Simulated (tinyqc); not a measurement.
From one set of inputs to another, one input at a time: equilibrium crystal shape, supported particles, Gibbs-Thomson effect and coarsening. Computed by tinyqc, a small Python program. Command: `OMP_NUM_THREADS=1 python tinyqc.py 3025824 3025825 out.jsonl wulff ladder`. One thread of a shared host (Intel(R) Xeon(R) Processor @ 2.30GHz), about 0.1 s of CPU time with the checks.

A cubic crystal bounded by {100}, {110} and {111} facets only.

The inputs printed are set A. Inputs not listed in the table keep their values of set A, so the rows need not describe a real material.

Inputs (values chosen for the exercise, for a model metal):

| quantity | value | unit |
|---|---|---|
| lattice constant a | 3.45 | angstrom |
| first-neighbour bond energy e1 | 0.281 | eV |
| second-neighbour bond energy e2 | 0.13 | eV |
| atoms in the particle N | 190000 | - |
| work of adhesion W_a | 1.4 | J/m^2 |
| temperature T | 725 | K |
| precipitate interface energy gamma_i | 0.12 | J/m^2 |
| solubility x_inf at a flat interface | 0.0026 | - |
| diffusivity D | 2.6e-20 | m^2/s |
| mean radius at the start r0 | 3.4 | nm |
| time t | 260 | s |

Surface energies: broken bonds, bcc.

Constants: 1 eV/angstrom^2 = 16.02176634 J/m^2; e = 1.602176634e-19 C; k_B = 1.380649e-23 J/K.

Method:
- A cut with normal n breaks sum_R |R.n|/(2 Omega) bonds per area (R over all neighbours of a shell) and makes two surfaces: gamma = sum over shells e_s sum_R |R.n|/(4 Omega). bcc: 8 neighbours a/2 (1,1,1), 6 at a (1,0,0), Omega = a^3/2.
- Wulff construction: the facet planes lie at distances lambda gamma from the centre, and the shape is the region inside all of them; V = (1/3) sum of area x distance. gamma_mean = sum A gamma / sum A; shape factor eta = A/V^(2/3) (4.836 for a sphere). lambda follows from V = N Omega.
- Winterbottom: the particle sits on its largest facet family, {110}, with energy gamma_f; the substrate plane cuts the shape at the distance lambda (gamma_f - W_a) below the centre. Height over that of the free particle at the same lambda = (2 gamma_f - W_a)/(2 gamma_f). An isotropic particle with gamma_mean has cos(theta) = W_a/gamma_mean - 1 (Young-Dupre); a film dewets into particles whenever W_a < 2 gamma.
- Spherical precipitates of nearly pure solute with atomic volume Omega: x(r) = x_inf exp(l/r), l = 2 gamma_i Omega/(k_B T). Diffusion-limited coarsening at small volume fraction (Lifshitz-Slyozov-Wagner): r^3 = r0^3 + K t, K = (4/9) D x_inf l; the number density falls as (r0/r)^3. The steady size distribution is assumed from the start, and D and x_inf are inputs that do not follow T.

Each row keeps all changes above it:

| input moved | from | to | mean radius at t (nm) | capillary length l (nm) | relative height |
|---|---|---|---|---|---|
| set A | - | - | 3.4001 | 0.4923 | 0.10532 |
| atoms in the particle N | 190000 | 250000 | 3.4001 | 0.4923 | 0.10532 |
| diffusivity D (m^2/s) | 2.6e-20 | 1.7e-17 | 3.4710 | 0.4923 | 0.10532 |
| precipitate interface energy gamma_i (J/m^2) | 0.12 | 0.39 | 3.6210 | 1.5999 | 0.10532 |
| work of adhesion W_a (J/m^2) | 1.4 | 0.51 | 3.6210 | 1.5999 | 0.67408 |
| mean radius at the start r0 (nm) | 3.4 | 4.4 | 4.5364 | 1.5999 | 0.67408 |
| lattice constant a (angstrom) | 3.45 | 3.17 | 4.5065 | 1.2411 | 0.72484 |
| temperature T (K) | 725 | 600 | 4.5281 | 1.4997 | 0.72484 |

Which inputs carry the difference?

Mean radius at t goes from 3.40 to 4.53, a factor 1.33 in all. The largest single move comes from mean radius at the start r0 (a factor 1.25). Capillary length l goes from 0.492 to 1.50, a factor 3.05 in all. The largest single move comes from precipitate interface energy gamma_i (a factor 3.25), and lattice constant a works against it (a factor 0.776). Relative height goes from 0.105 to 0.725, a factor 6.88 in all. The largest single move comes from work of adhesion W_a (a factor 6.40). The single moves hold for this order of the switches; the total does not depend on the order.

Caution (rows precipitate interface energy gamma_i, work of adhesion W_a, mean radius at the start r0, lattice constant a, temperature T): l is not small against r0, so the linearised Gibbs-Thomson law behind the coarsening rate is rough.

Extremes, crossings and ranges named in words are read from the listed rows.
